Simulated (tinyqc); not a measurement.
p-type polysilicon, carrier trapping at grain boundaries: one step of the calculation.

One-dimensional grains of size Lg, uniform ionised doping N, monovalent traps Qt at each boundary at a depth Et below (for electrons) or above (for holes) the band edge there, abrupt depletion of width W on each side of a boundary, Boltzmann statistics. xi is the distance from the band edge at the grain centre to the Fermi level. Trapped charge Qt/(1 + exp((xi + VB - Et)/Vt)) = 2 N W, barrier VB = q N W^2/(2 eps0 eps_r).

Problem. Depletion width, Fermi level and barrier. If the trap equation with xi = Vt ln(NB/N) has a root W < Lg/2, the grain is partly depleted; otherwise W = Lg/2 and the trap equation gives xi = Et - VB + Vt ln(Qt/(N Lg) - 1). N* = Qt/Lg.

Inputs (values chosen for the exercise); values of the order met in polycrystalline silicon:
```
symbol    value   unit                                                              meaning
T           300      K                                                          temperature
eps_r      11.7                                                       relative permittivity
NB      2.65e19  cm^-3                                  valence-band density of states at T
Lg           27     nm                                                           grain size
Qt       4.1e12  cm^-2                                     trap density of a grain boundary
Et         0.38     eV  depth of the trap level from the majority band edge at the boundary
N        4.1e17  cm^-3                                                               doping
```

Constants: q = 1.602176634e-19 C, kB = 1.380649e-23 J/K, Vt = kB T/q, eps0 = 8.8541878128e-14 F/cm where lengths are in cm. Results are converted to the units shown.

Give: N*; W; xi; VB; share of traps filled.

Solution.

N* = 1.5185e18 cm^-3
W = 13.500 nm
xi = 0.34793 V
VB = 0.057783 V
share of traps filled = 0.27000

N is 0.270 N*, and the grain is fully depleted; VB = 2.24 Vt.

Program tinyqc, `OMP_NUM_THREADS=1 python tinyqc.py 2830256 2830257 out.jsonl`; Intel Xeon 2.30GHz, shared host, one thread, about 0.01 s.
